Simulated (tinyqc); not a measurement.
# Worked calculation: thin film between two gates, subbands and threshold shift from confinement

tinyqc, about 0.07 s, one thread, Intel Xeon 2.30GHz (shared host): `OMP_NUM_THREADS=1 python tinyqc.py 2350122 2350123 out.jsonl` Printed values are rounded.

Undoped body with a flat potential across it, hard walls, transport along x. Three valley pairs (g = 2 each) with the longitudinal mass along x, y or z. Non-parabolicity enters the subband edges through E (1 + al E) = gamma, so E = 2 gamma/(1 + sqrt(1 + 4 al gamma)); motion within a subband is taken as parabolic with the band-edge mass. Energies are counted from the bulk band edge.

Inputs (values chosen for the exercise); masses close to those of silicon:
```
symbol  value  unit                                                meaning
T          77     K                                            temperature
ml      0.913    m0                                      longitudinal mass
mt      0.187    m0                                        transverse mass
al          0  1/eV                                       non-parabolicity
t         2.1    nm                               film thickness (along z)
dl        0.2    nm  widening of the box by penetration into the insulator
```

Constants: q = 1.602176634e-19 C, kB = 1.380649e-23 J/K, hbar = 1.054571817e-34 J s, m0 = 9.1093837015e-31 kg, Vt = kB T/q, hbar^2/(2 m0) = 0.0380998212 eV nm^2. Results are converted to the units shown.

Range of the model: Below about 3 nm the effective-mass picture with bulk masses becomes unreliable.

## Lowest subbands

gamma = C (pi k/(t + dl))^2/mz, C = hbar^2/(2 m0). List the 5 lowest, labelled by valley axis and quantum numbers, with degeneracy g and N_k: N_k = g sqrt(mx my) m0 kB T/(pi hbar^2).

| subband | E_k (eV) | g | N_k (cm^-2) |
|---|---|---|---|
| z1 | 0.07785674 | 2 | 1.036651e12 |
| z2 | 0.3114270 | 2 | 1.036651e12 |
| x1 | 0.3801241 | 2 | 2.290588e12 |
| y1 | 0.3801241 | 2 | 2.290588e12 |
| z3 | 0.7007107 | 2 | 1.036651e12 |

## Threshold shift

Each subband has N_k = g sqrt(mx my) m0 kB T/(pi hbar^2); without degeneracy n = exp(EF/Vt) sum N_k exp(-E_k/Vt). Classical value Nc times t, Nc = sum over valleys of 2 g (m m0 kB T/(2 pi hbar^2))^1.5 with m = (mx my mz)^(1/3). Threshold shift dVT = Vt ln(classical value/sum N_k exp(-E_k/Vt)). Use the subbands listed.

shares, subband z1 to z3 (%): [100.0000, 0.0000, 0.0000, 0.0000, 0.0000]
sum N_k exp(-E_k/Vt) = 8.313405e6 cm^-2
Nc = 3.498279e18 cm^-3
classical value = 7.346386e11 cm^-2
dVT = 75.57172 mV

With all subbands dVT = 75.57 mV. The lowest edge lies at 77.9 meV; dVT is smaller than that, since sum N_k exp(-(E_k - E_1)/Vt) exceeds the classical value.
